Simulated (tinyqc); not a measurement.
Worked calculation: Raman line shape of confined optical phonons and breathing modes of small crystals. Computed by tinyqc, a small Python program that keeps every step. Command: `OMP_NUM_THREADS=1 python tinyqc.py 3009045 3009046 out.jsonl confine walk`. One thread of a shared host (Intel(R) Xeon(R) Processor @ 2.30GHz), about 0.02 s of CPU time with the checks. Intermediate numbers are printed to about 7 digits and carried at full precision; extremes and crossings named in words are read from the listed rows.

Confinement in 3 direction(s) lets phonons with q away from zero scatter light. q is in units of 2 pi/a, from 0 to 1, and the branch is isotropic: omega(q)^2 = (omega_0^2 + omega_X^2)/2 + ((omega_0^2 - omega_X^2)/2) cos(pi q). The model and its constant beta are phenomenological; beta = 8 is the common choice.

Inputs (values chosen for the exercise, modelled on silicon): bulk frequency omega_0 = 520.8 1/cm; frequency at the zone boundary omega_X = 415 1/cm; natural width Gamma_0 = 3.2 1/cm; lattice constant a = 5.431 angstrom; size L = 13 nm; confinement constant beta = 3; probe offset omega - omega_0 = -11 1/cm; longitudinal velocity = 9180 m/s; transverse velocity = 5320 m/s.

Shape: sphere.

Constants: c = 299792458 m/s.

## Range of wave vectors

Weight W(q) = q^2 exp(-(2 L q/a)^2/(2 beta)) dq, that is exp(-k^2 L^2/(2 beta pi^2)) for k = 2 pi q/a. Width q_c = a sqrt(2 beta)/(2 L), where the exponential falls to 1/e; curvature of the branch: omega(q) = omega_0 - c q^2, c = pi^2 (omega_0^2 - omega_X^2)/(8 omega_0); for small q_c the mean of q^2 is (number of confined directions) q_c^2/2, and the mean shift is -c times that.

q_c = 0.05116607 2 pi/a

curvature c = 234.5349 1/cm

mean shift, quadratic estimate = -0.9210070 1/cm

omega(q_c) - omega_0 = -0.6130445 1/cm

## Intensity at one frequency

I(omega) = int W(q) / [(omega - omega(q))^2 + (Gamma_0/2)^2] dq / int W dq x (Gamma_0/2)^2, by 400 Gauss-Legendre points on 0 < q < min(1, 2.5 a sqrt(2 beta)/L). Bulk Lorentzian 1/(1 + (2 offset/Gamma)^2); mean shift = weighted mean of omega(q) less the bulk frequency.

I at the probe offset = 0.02503817

bulk Lorentzian there = 0.02071868

mean shift, from the weights = -0.9174066 1/cm

## Peak, width and asymmetry

The peak is the maximum of I; the width is taken between the half-maximum points, and the asymmetry is the low-side half-width over the high-side one.

peak shift = -0.75405 1/cm

full width = 3.8474 1/cm

asymmetry = 1.1458

peak height (bulk = 1) = 0.8792

The peak moves 82 % as far as the mean: the tail on the low side carries the rest. The asymmetry is too weak to tell size from stress or heating.

## Line shape against size

The formulas are those given above.

Line shape:
```
L (nm)  peak shift (1/cm)  full width (1/cm)  asymmetry  mean shift, quadratic estimate (1/cm)
3                 -7.2912             22.841     2.4446                              -17.29446
3.6               -5.3289             16.621     2.3217                              -12.01004
4.4               -3.8487             11.981     2.1326                              -8.039782
5.5               -2.7319             8.6223      1.886                              -5.145460
7                 -1.9128             6.3564      1.619                              -3.176534
10                -1.1311             4.5271     1.2988                              -1.556502
15               -0.59724             3.6211     1.0909                             -0.6917786
25               -0.24043              3.272       1.01                             -0.2490403
```

The peak shift falls with exponent -1.72 at the small end and -1.78 at the large end. For still larger L it tends to the mean shift, which goes as 1/L^2; the ratio is 0.42 in the first row and 0.97 in the last. The width exceeds Gamma_0 by over 10 % for L up to 15 nm. In a sphere the factor q^2 removes the weight at q = 0, so the peak itself moves strongly.

## Breathing mode of the free sphere

Lamb: with s = omega R/v_L, R = L/2, the lowest radial mode solves tan(s)/s = 1/(1 - s^2 v_L^2/(4 v_T^2)), s between pi/2 and pi; wavenumber = s v_L/(2 pi c R).

root s = 2.557498

breathing frequency = 574.8635 GHz

breathing wavenumber = 19.17538 1/cm

Checks made by the program: mean shift of a large crystal against the quadratic estimate (relative difference 2e-05).
